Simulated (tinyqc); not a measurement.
Interface traps by the conductance method, a continuum of levels: one step of the calculation.

MOS capacitor on an n-type substrate; psi is the band bending, negative in depletion; only majority carriers are counted. The traps exchange electrons with the conduction band; their admittance lies in parallel with Cd, and that pair in series with Cox and Rs. w = 2 pi f.

Task. Capacitances and time constant. Cox = 3.9 eps0/EOT, LD = sqrt(eps0 eps_r Vt/(q Nd)), u = psi/Vt, Cd = (eps0 eps_r/(sqrt(2) LD)) |exp(u) - 1|/sqrt(exp(u) - u - 1); ns = Nd exp(u); tau = 1/(sn vth ns), Cit = q Dit (Dit per eV).

Parameters, values chosen for the exercise; band and dielectric values close to those of silicon:
```
symbol,value,unit,meaning
T,200,K,temperature
eps_r,11.9,,relative permittivity
Nd,2.6e15,cm^-3,donor density
EOT,11,nm,equivalent oxide thickness
ps,-0.143,V,band bending psi
sn,8.7e-17,cm^2,capture cross-section for electrons
vth,1.8e7,cm/s,thermal velocity
Dit,2.4e12,cm^-2 eV^-1,interface trap density
```

Constants: q = 1.602176634e-19 C, kB = 1.380649e-23 J/K, Vt = kB T/q, eps0 = 8.8541878128e-14 F/cm where lengths are in cm. Results are converted to the units shown.

Find: Cox; Cd; ns; tau; Cit.

Result.

Cox = 313.9 nF/cm^2
Cd = 41.76 nF/cm^2
ns = 6.479e11 cm^-3
tau = 9.855e-4 s
Cit = 384.5 nF/cm^2

Computed by the program tinyqc: `OMP_NUM_THREADS=1 python tinyqc.py 2030151 2030152 out.jsonl`, one thread of a shared Intel Xeon 2.30GHz, about 0.01 s for the whole run.
